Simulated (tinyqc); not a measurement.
## MOS capacitor on a p-type substrate, surface potential from the exact charge relation: Capacitance-voltage curves

Uniform p-type substrate, Boltzmann statistics, full ionisation, classical densities. psi is the surface potential against the body (positive when the bands bend down) and u = psi/Vt. Traps are spread evenly over the gap and neutral at flat band, so their charge is -q Dit psi; the minority quasi-Fermi level is shifted by Vb.

ni = sqrt(Nc Nv) exp(-Eg/(2 Vt)), Eg in volts; phiF = Vt ln(N/ni); Cox = eps0 eox/tox; Vfb = phiM - chi - (Eg - Vt ln(Nv/N)) - q Nf/Cox; Q0 = sqrt(2 eps0 eps_r q N Vt); r = (ni/N)^2 exp(-Vb/Vt); VT = Vfb + [(2 phiF + Vb)(1 + q Dit/Cox) + sqrt(2 eps0 eps_r q N (2 phiF + Vb))/Cox]. u = psi/Vt; F^2 = exp(-u) + u - 1 + r (exp(u) - u - 1); Qs = -sign(u) Q0 F; Cs = -dQs/dpsi = (Q0/Vt) |1 - exp(-u) + r (exp(u) - 1)|/(2 F). psi solves Vg = Vfb + psi + (q Dit psi - Qs)/Cox. Low frequency: 1/C_LF = 1/Cox + 1/(Cs + q Dit). High frequency, in the simple estimate in which traps and minority carriers do not follow: 1/C_HF = 1/Cox + 1/Cd, Cd being Cs with r = 0 at the same psi. Deep depletion: r = 0 and Dit = 0 both in the equation for psi and in Cs. Minority sheet density N_inv = (Q0/(2 q)) int_0^u r (exp(t) - 1)/F(t) dt for u > 0. N_inv under 1 cm^-2 is printed as 0. Regimes: accumulation when majority carriers gather, then depletion up to |psi| = phiF + Vb, weak inversion up to 2 phiF + Vb, strong inversion beyond.

Inputs (values chosen for the exercise); band and dielectric values close to those of gallium nitride: temperature T = 250 K; band gap Eg = 3.46 eV; relative permittivity eps_r = 9.48; conduction-band density of states at T Nc = 1.76e18 cm^-3; valence-band density of states at T Nv = 3.54e19 cm^-3; electron affinity chi = 4.13 eV; acceptor density of the substrate N = 2.3e16 cm^-3; relative permittivity of the gate insulator (close to hafnium oxide) eox = 22.2; insulator thickness tox = 48 nm; gate work function phiM = 5.33 eV; fixed charge at the interface, in units of q Nf = 0 cm^-2; density of interface traps Dit = 2.5e11 cm^-2 eV^-1; reverse bias of the inversion layer against the body Vb = 0 V.

Constants: q = 1.602176634e-19 C, kB = 1.380649e-23 J/K, Vt = kB T/q, eps0 = 8.8541878128e-14 F/cm where lengths are in cm. Results are converted to the units shown.

Capacitance-voltage curves:
```
Vg (V)   psi (V)  C_LF/Cox  C_HF/Cox  C_deep/Cox  N_inv (cm^-2)            regime
-2.88    -0.1342    0.9372    0.9368      0.9379              0      accumulation
-2.23   -0.04981    0.7044    0.6956      0.7019              0      accumulation
-1.58     0.3718    0.2064    0.1396      0.1345              0         depletion
-0.94     0.8949    0.1671   0.09319     0.08957              0         depletion
-0.29      1.442    0.1514   0.07457     0.07159              0         depletion
0.35       1.988    0.1426   0.06409     0.06148              0    weak inversion
1          2.547    0.1366   0.05698     0.05464              0    weak inversion
1.64       3.101    0.1326   0.05188     0.04973        2.107e7    weak inversion
2.29       3.342    0.9284   0.05006     0.04589       9.546e11  strong inversion
2.93       3.373    0.9664   0.04984     0.04286       2.503e12  strong inversion
```

C_LF/Cox is lowest, 0.133, at Vg = 1.64 V (weak inversion) among the rows listed and is 0.966 in the last row, where C_HF/Cox is 0.0498 and the deep-depletion value 0.0429. Vfb = -2.10 V, where C_HF/Cox = 0.481 (Cox in series with eps0 eps_r/LD), and VT = 1.76 V. Over the last two rows psi moves by only 0.048 V a volt of gate bias, since the inversion charge screens the body. The traps add q Dit = 0.098 Cox beside Cs, which lifts C_LF above C_HF even in depletion. In strong accumulation and inversion degeneracy and confinement, left out here, lower the capacitance.

tinyqc, about 0.01 s, one thread, Intel Xeon 2.30GHz (shared host): `OMP_NUM_THREADS=1 python tinyqc.py 2060140 2060141 out.jsonl`
